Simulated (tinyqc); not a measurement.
Energy and delay of logic against supply voltage: two steps of the calculation.

One expression serves below and above threshold: I(Vg) = Ik [ln(1 + exp((Vg - VT + dd V)/(al nf Vt)))]^al, with I_on = I(V) and I_off = I(0). Gate delay td = kd C V/I_on, clock period LD td. Per gate and cycle the switching energy is act C V^2 and the leakage energy I_off V LD td. No short-circuit current, no variation. Minima are sought above 0.09 V; below a few Vt gates no longer switch and the model has no meaning.

Values chosen for this exercise; values of the order met in logic technologies:

| symbol | value | unit | meaning |
|---|---|---|---|
| T | 300 | K | temperature |
| VT | 0.34 | V | threshold voltage at zero drain bias |
| nf | 1.34 |  | slope factor |
| dd | 0.09 |  | barrier lowering per volt of supply |
| Ik | 1.3 | uA | specific current of a gate |
| al | 1.52 |  | exponent of the current law |
| C | 0.71 | fF | load capacitance of a gate |
| kd | 0.6 |  | delay factor |
| LD | 30 |  | logic depth |
| act | 0.02 |  | activity factor |
| V | 0.65 | V | supply voltage |

Constants: q = 1.602176634e-19 C, kB = 1.380649e-23 J/K, Vt = kB T/q. Results are converted to the units shown.

Problem 1. Currents, delay and energies. I_on, I_off, td, clock frequency 1/(LD td), both energies and their sum.

Find: I_on; I_off; td; clock frequency; switching energy; leakage energy; energy.

Solution 1.

I_on = 25.03 uA
I_off = 0.3831 nA
td = 11.06 ps
clock frequency = 3.013 GHz
switching energy = 6.000 aJ
leakage energy = 0.08264 aJ
energy = 6.082 aJ

I_on/I_off = 65300; leakage makes up 1.36 % of the energy.

Problem 2. New V. Minimum-energy supply: E(V) is the energy per gate and cycle; with h = 0.001 V, E' = (E(V + h) - E(V - h))/(2 h), E'' = (E(V - h) - 2 E(V) + E(V + h))/h^2, V(new) = V - E'/E''.

V at the start = 0.34 V

Find: E'; E''; V after iteration 1.

Solution 2.

E' = 7.554 aJ/V
E'' = 69.09 aJ/V^2
V after iteration 1 = 0.2307 V

tinyqc, about 0.01 s, one thread, Intel Xeon 2.30GHz (shared host): `OMP_NUM_THREADS=1 python tinyqc.py 2082046 2082047 out.jsonl`
